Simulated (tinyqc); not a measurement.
On-chip power grid, static voltage drop by conjugate gradients: two steps of the calculation.

A grid of 4 rows and 4 columns, node k = 4 row + column. Neighbours in a row are joined by Rx, in a column by Ry; pad nodes, which reach the supply through Rp: 0, 15. Each node draws I0, node 15 draws kh I0. The drops u = Vdd - V solve G u = i, with G the conductance matrix (1/Rp added on the diagonal at pad nodes).

Inputs (values chosen for the exercise):
```
symbol  value  unit                                   meaning
Vdd      0.65     V                            supply voltage
Rx       0.56   ohm        resistance of a horizontal segment
Ry        0.1   ohm          resistance of a vertical segment
Rp       0.34   ohm  resistance from a pad node to the supply
I0        7.7    mA          load current of an ordinary node
kh          3              factor on the load at the hot node
```

Question 1. Diagonal of G, loads and first direction. G_kk = sum of the conductances at node k. Start u = 0, so the residual is r = i; p = r.

Wanted: G_kk; r at the start; p at the start.

Answer 1.

G_kk (S):

|  | col 0 | col 1 | col 2 | col 3 |
|---|---|---|---|---|
| row 0 | 14.73 | 13.57 | 13.57 | 11.79 |
| row 1 | 21.79 | 23.57 | 23.57 | 21.79 |
| row 2 | 21.79 | 23.57 | 23.57 | 21.79 |
| row 3 | 11.79 | 13.57 | 13.57 | 14.73 |

r at the start (mA):

|  | col 0 | col 1 | col 2 | col 3 |
|---|---|---|---|---|
| row 0 | 7.700 | 7.700 | 7.700 | 7.700 |
| row 1 | 7.700 | 7.700 | 7.700 | 7.700 |
| row 2 | 7.700 | 7.700 | 7.700 | 7.700 |
| row 3 | 7.700 | 7.700 | 7.700 | 23.10 |

p at the start (mA):

|  | col 0 | col 1 | col 2 | col 3 |
|---|---|---|---|---|
| row 0 | 7.700 | 7.700 | 7.700 | 7.700 |
| row 1 | 7.700 | 7.700 | 7.700 | 7.700 |
| row 2 | 7.700 | 7.700 | 7.700 | 7.700 |
| row 3 | 7.700 | 7.700 | 7.700 | 23.10 |

Question 2. Worst drop, pad currents and power lost. Pad current u/Rp; worst drop as a share of Vdd; power lost in the grid and pads sum_k i_k u_k; power delivered sum_k i_k (Vdd - u_k).

converged u (mV):

|  | col 0 | col 1 | col 2 | col 3 |
|---|---|---|---|---|
| row 0 | 22.373583 | 31.294789 | 33.039255 | 31.632855 |
| row 1 | 26.590976 | 31.806349 | 32.831909 | 30.611712 |
| row 2 | 29.107052 | 32.296091 | 32.434163 | 28.424106 |
| row 3 | 30.283658 | 32.560647 | 32.007155 | 24.750417 |

Wanted: worst drop; share of Vdd; pad currents; power lost; power delivered.

Answer 2.

worst drop = 33.039 mV
share of Vdd = 5.0830 %
pad currents (mA): node 0 65.805, node 15 72.795
power lost = 4.0929 mW
power delivered = 85.997 mW

The pad currents add up to the total load, 138.6 mA. The worst drop is at node 2, not at the hot node.

Computed by the program tinyqc: `OMP_NUM_THREADS=1 python tinyqc.py 2770202 2770203 out.jsonl`, one thread of a shared Intel Xeon 2.30GHz, about 0.1 s for the whole run.
